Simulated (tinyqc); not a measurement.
Electron continuity equation in a given potential, Scharfetter-Gummel discretisation: error of the current against the mesh.

Steady state in one dimension: J = q mu n E + q D dn/dx with E = -dpsi/dx and D = mu Vt, dJ/dx = 0, fixed densities nL and nR at the ends. The potential is given, psi = U x/L - Ub exp(-((x/L - xb)/sb)^2), and is not changed by the electrons.

Fluxes J_i = (q D/h)(n_(i+1) P_i - n_i Q_i), d_i = (psi_(i+1) - psi_i)/Vt: Scharfetter-Gummel P = B(d), Q = B(-d), B(d) = d/(exp(d) - 1); central P = 1 - d/2, Q = 1 + d/2; upwind P = 1 + max(-d, 0), Q = 1 + max(d, 0). Balance at each inner node: J_i - J_(i-1) = 0. The reference is Scharfetter-Gummel on 4000 intervals or more. Errors are those of J on the first interval against the reference at its midpoint; errors under 1e-6 % are printed as 0.

Inputs (values chosen for the exercise); mobility that of a made-up semiconductor:
- T = 450 K (temperature)
- mu = 281 cm^2/(V s) (electron mobility)
- L = 0.99 um (length of the region)
- nL = 1.1e15 cm^-3 (density at x = 0)
- nR = 1.8e15 cm^-3 (density at x = L)
- U = -1.2 V (potential difference psi(L) - psi(0))
- Ub = 0.3 V (depth of the dip in psi (a barrier for electrons))
- xb = 0.33 (position of the barrier over L)
- sb = 0.12 (width of the barrier over L)

Constants: q = 1.602176634e-19 C, kB = 1.380649e-23 J/K, Vt = kB T/q. Results are converted to the units shown.

The same in every row: reference J (A/cm^2) = 982.3.

Error of the current against the mesh:

| N | largest \|d\| | SG error (%) | central error (%) | upwind error (%) |
|---|---|---|---|---|
| 5 | 9.302 | -2.10e-3 | -50.3 | -5.53 |
| 10 | 7.970 | 1.51e-4 | 0.0197 | -0.783 |
| 20 | 4.115 | 7.16e-5 | 1.18e-3 | -0.148 |
| 40 | 2.136 | 2.17e-5 | 6.03e-4 | -0.0275 |
| 80 | 1.077 | 5.68e-6 | 1.80e-4 | -6.79e-3 |
| 160 | 0.5387 | 1.43e-6 | 4.71e-5 | -2.24e-3 |

What does the table show?

From N = 80 to 160 the error shrinks by 4.0 (Scharfetter-Gummel), 3.8 (central), 3.0 (upwind); 4 marks second order and 2 first order. At N = 5 the errors are -0.0021, -50 and -5.5 %. The central densities go negative for N = 5, so its current there is not to be trusted, whatever its error.

tinyqc, about 0.01 s, one thread, Intel Xeon 2.30GHz (shared host): `OMP_NUM_THREADS=1 python tinyqc.py 2220058 2220059 out.jsonl`
